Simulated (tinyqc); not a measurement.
Thermionic emission over a Gaussian spread of barriers: one step of the calculation.

Metal on an n-type semiconductor with one parabolic valley; V > 0 is forward bias (metal positive). Patches of barrier height b are spread as a Gaussian with mean phi - r2 V and variance sg^2 + r3 V; each carries A* T^2 exp(-b/Vt) [exp(V/Vt) - 1].

Problem. The same mean by Simpson's rule. With mean mu and deviation s at this bias, take nb equally spaced b from mu - s^2/Vt - 3.5 s to mu + s, the Gaussian density g(b) and y = g exp(-(b - mu)/Vt); the integral I of y gives phi_ap = mu - Vt ln I.

Inputs (values chosen for the exercise); band and dielectric values close to those of gallium nitride: temperature T = 300 K; barrier height seen from the metal phi = 0.71 eV; standard deviation of the barrier heights sg = 0.044 eV; shift of the mean barrier per volt, with its sign reversed (rho2) r2 = -0.051; change of sg^2 per volt (rho3) r3 = -0.0011 V; bias V = 0.13 V; barrier heights sampled nb = 11.

Constants: q = 1.602176634e-19 C, kB = 1.380649e-23 J/K, Vt = kB T/q. Results are converted to the units shown.

Find: b; g; y; I; phi_ap.

Solution.

```
point,b (eV),g (1/eV),y (1/eV)
0,0.49907,1.7450e-5,0.078820
1,0.52506,3.3852e-4,0.55951
2,0.55105,0.0045057,2.7250
3,0.57704,0.041146,9.1056
4,0.60303,0.25779,20.875
5,0.62902,1.1081,32.836
6,0.65501,3.2682,35.435
7,0.68100,6.6130,26.237
8,0.70699,9.1806,13.328
9,0.73298,8.7444,4.6452
10,0.75897,5.7144,1.1108
```

I = 3.8071
phi_ap = 0.68207 eV

Program tinyqc, `OMP_NUM_THREADS=1 python tinyqc.py 2640073 2640074 out.jsonl`; Intel Xeon 2.30GHz, shared host, one thread, about 0.01 s.
